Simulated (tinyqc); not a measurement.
# Valence-band offset from core levels (Kraut method), with the dipole against the affinity rule, step by step

Numbers from tinyqc (`OMP_NUM_THREADS=1 python tinyqc.py 2410171 2410172 out.jsonl`; about 0.01 s on one thread of a shared Intel Xeon 2.30GHz). Printed values are rounded.

Binding energies are counted downwards from the Fermi level. dEv > 0 means that the valence edge of B lies below that of A, dEc > 0 that the conduction edge of B lies above that of A; dEc + dEv = EgB - EgA. The spectra are made-up values treated as data.

Values chosen for this exercise; gaps and affinities close to those of gallium arsenide (A) and tantalum oxide (B): gap of the substrate A EgA = 1.43 eV; gap of the overlayer B EgB = 4.37 eV; electron affinity of A chiA = 4.01 eV; electron affinity of B chiB = 3.29 eV; core level of bare A cA = 93.28 eV; core level of thick B cB = 61.89 eV; valence-band maximum of thick B vB = 3.84 eV; relative permittivity inside the dipole layer ei = 8.6; thickness of the dipole layer dd = 0.23 nm; core level of A under a thin film of B iA = 93.41 eV; core level of B in that thin film iB = 61.17 eV; background counts in the gap bg = 66.

Constants: q = 1.602176634e-19 C, eps0 = 8.8541878128e-14 F/cm where lengths are in cm. Results are converted to the units shown.

## Valence-band maximum of bare A

```
point  binding energy (eV)  counts on the leading edge
0                     1.22                         128
1                     1.34                         159
2                     1.46                         188
3                     1.58                         219
4                      1.7                         248
5                     1.82                         278
```

Fit a straight line to the leading edge by least squares; the maximum vA lies where it meets the background.

slope = 249.524 counts/eV
intercept = -175.943 counts
vA = 0.969618 eV

## Offsets

dEv = (iB - iA) - (cB - vB) + (cA - vA), dEc = EgB - EgA - dEv.

cA - vA = 92.3104 eV
cB - vB = 58.05 eV
iB - iA = -32.24 eV
dEv = 2.02038 eV
dEc = 0.919618 eV

The alignment is type I (straddling). The conduction-band offset is below the 1 eV usually asked of a gate dielectric. A rigid shift of all levels, by charging or doping, cancels in the differences.

## Interface dipole

The affinity rule gives dEc(0) = chiA - chiB; the dipole step is D = dEc - dEc(0), and two sheets of opposite charge dd apart hold N = eps0 ei |D|/(q dd).

dEc(0) = 0.72 eV
D = 0.199618 eV
N = 4.12486e13 cm^-2
field in the dipole layer = 8.67906 MV/cm

N is 0.059 elementary charges for each of about 7e14 surface atoms per cm^2.
